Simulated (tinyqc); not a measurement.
Raising U: Hubbard chain of 6 sites, mean field against exact. Computed by the program tinyqc. 

one-body matrix (hopping and site energies) (eV):
```
         1        2        3        4        5        6
1  -0.4800  -1.0500   0.0000   0.0000   0.0000   0.0000
2  -1.0500   0.3300  -1.0500   0.0000   0.0000   0.0000
3   0.0000  -1.0500  -0.2300  -1.0500   0.0000   0.0000
4   0.0000   0.0000  -1.0500  -0.4900  -1.0500   0.0000
5   0.0000   0.0000   0.0000  -1.0500  -0.0900  -1.0500
6   0.0000   0.0000   0.0000   0.0000  -1.0500   0.1400
```

electrons, up and down: 3  3

Collinear unrestricted mean field (the lowest of 40 random starts) against exact diagonalisation.

Exact and mean-field results (eV):
```
U          U/t   E exact  E mean field  mean |n_up - n_down|  double occupancy, exact  first gap in the sector
0.530    0.505  -7.53442      -7.50028                 0.000                    0.235                    0.840
1.050    1.000  -6.83878      -6.70136                 0.000                    0.211                    0.752
2.100    2.000  -5.66293      -5.14969                 0.377                    0.163                    0.612
3.150    3.000  -4.76559      -4.04717                 0.662                    0.123                    0.505
4.200    4.000  -4.09484      -3.33587                 0.798                    0.092                    0.424
6.300    6.000  -3.21192      -2.53978                 0.908                    0.053                    0.312
8.400    8.000  -2.68232      -2.12015                 0.948                    0.033                    0.244
12.600  12.000  -2.09809      -1.69144                 0.977                    0.016                    0.168
21.000  20.000  -1.59901      -1.34424                 0.992                    0.006                    0.102
```

In absolute terms mean field is worst at U/t = 4.0, 0.759 eV too high: at small U it is nearly exact, and at large U it misses only exchange-scale energies. Its local moments set in at U/t = 2.0 of those listed, a broken symmetry that the exact state of a finite cluster with equal spins does not have. Relative to the exact energy its error is 0.5 % at the smallest U, 21 % at most and 16 % at the largest. The double occupancy falls from 0.235 to 0.006.
